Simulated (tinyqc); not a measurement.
Worked calculation: Hubbard ring of 4 sites. Computed by tinyqc, a small Python program that keeps every step. Settings: hopping = 1.74, U = 0.8, mixing = 1, iteration cap = 89. Command: `OMP_NUM_THREADS=1 python tinyqc.py 20613 20614 out.jsonl` (the two numbers bound the seeds that draw the settings). One thread of a shared host (Intel(R) Xeon(R) Processor @ 2.60GHz), about 0.2 s of CPU time with the checks. Later iterations appear only in the table of the cycle.

## Mean-field iteration 1

one-body matrix (hopping and site energies) (eV), lower triangle:
```
           1          2          3         4
1   0.000000
2  -1.740000   0.000000
3   0.000000  -1.740000   0.000000
4  -1.740000   0.000000  -1.740000  0.000000
```

U = 0.800000 eV

electrons, up and down: 2  2

mixing = 1

n(up) at the start (a guess, not normalised): 1 0.800000, 2 0.200000, 3 0.800000, 4 0.200000

n(down) at the start (a guess): 1 0.200000, 2 0.800000, 3 0.200000, 4 0.800000

H(up) = T + U n(down), H(down) = T + U n(up); fill the lowest levels; n(new) = n + mixing (n(out) - n); E = tr T (rho up + rho down) + U sum n_up n_down of the output.

levels, up (eV): -3.088266  0.160000  0.640000  3.888266

levels, down (eV): -3.088266  0.160000  0.640000  3.888266

energy = -6.371975 eV

n(up) after iteration 1: 1 0.767201, 2 0.232799, 3 0.767201, 4 0.232799

n(down) after iteration 1: 1 0.232799, 2 0.767201, 3 0.232799, 4 0.767201

## Mean-field iteration 2

As before.

levels, up (eV): -3.086559  0.186240  0.613760  3.886559

levels, down (eV): -3.086559  0.186240  0.613760  3.886559

energy = -6.372182 eV

n(up) after iteration 2: 1 0.765327, 2 0.234673, 3 0.765327, 4 0.234673

n(down) after iteration 2: 1 0.234673, 2 0.765327, 3 0.234673, 4 0.765327

## Convergence

Each step fills the lowest levels of T + U n(other spin) and sets n(new) = n + mixing (n(out) - n); stop when output and input agree to 1e-8.

Course of the cycle:
```
iteration       E (eV)  largest |n(out) - n(in)|  mean |n_up - n_down|
1          -6.37197467                  3.28e-02              0.534401
2          -6.37218244                  1.87e-03              0.530655
3          -6.37218312                  1.07e-04              0.530441
4          -6.37218312                  6.12e-06              0.530429
5          -6.37218312                  3.50e-07              0.530428
6          -6.37218312                  2.00e-08              0.530428
7          -6.37218312                  1.14e-09              0.530428
```

local moments n_up - n_down: 1 0.530428, 2 -0.530428, 3 0.530428, 4 -0.530428

Converged in 7 iterations. Before convergence this energy mixes input and output and is not variational, so it may rise towards its limit.

## Exact diagonalisation (36 states)

Lowest levels of the sector, and the double occupancy of the lowest state.

lowest levels (eV): -6.395450  -6.375030  -5.999400  -5.973713  -3.102913  -3.102913

double occupancy per site = 0.165915

The mean-field solution above lies 0.0233 eV above the exact energy.

## The lowest level by Lanczos steps

From a random start vector (not printed): a_j = <q_j|H|q_j>, b_j = norm of the remainder after orthogonalising; the Ritz value is the lowest eigenvalue of the tridiagonal matrix of a and b so far.

Lanczos:
```
j    a_j (eV)  b_j (eV)  lowest Ritz value (eV)
1   -1.640461  3.415312             -1.64046114
2   -0.430165  4.239983             -4.50382259
3    1.912453  3.851484             -5.68272330
4    1.132444  3.085920             -6.08277098
5    2.222663  2.142040             -6.17077754
6   -3.507949  4.126357             -6.19838468
7    3.713953  3.473742             -6.29369321
8    1.936693  2.694362             -6.37359507
9    0.665692  2.772455             -6.39160381
10   1.673779  1.011296             -6.39508324
```
